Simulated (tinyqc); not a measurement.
Chemical vapour deposition: Grove model, boundary layer, depletion and step coverage: one step, computed by the program tinyqc.

A precursor diffuses to the surface and reacts there at first order; each molecule that reacts adds one formula unit of film.

Task: Gas-phase and surface constants. k_s = k0 exp(-E/(k_B T)); C_g = Y p/(k_B T), 1 torr = 133.322 Pa; D = D0 (T/273.15)^1.75 (760/p). Temperatures in kelvin are T(C) + 273.15. Mean speed c = sqrt(8 k_B T/(pi M)); reactive sticking probability beta = 4 k_s/c.

Inputs (values chosen for the exercise, close to those used for tungsten from its fluoride): prefactor k0 of k_s = 69000 cm/s; activation energy E = 0.717 eV; temperature T = 450 C; total pressure p = 760 torr; mole fraction of the precursor Y = 0.0014; gas diffusivity D0 at 273.15 K and 760 torr = 0.34 cm^2/s; precursor mass M = 298 u.

Reactor: horizontal, atmospheric.

Constants: k_B = 1.380649e-23 J/K; u = 1.6605390666e-27 kg; k_B = 8.617333262e-05 eV/K.

Give: surface rate constant k_s; precursor density C_g; gas diffusivity D; mean speed c; sticking probability beta.

Result:

surface rate constant k_s = 0.6949 cm/s

precursor density C_g = 1.421e+16 1/cm^3

gas diffusivity D = 1.868 cm^2/s

mean speed c = 22667 cm/s

sticking probability beta = 1.226e-04
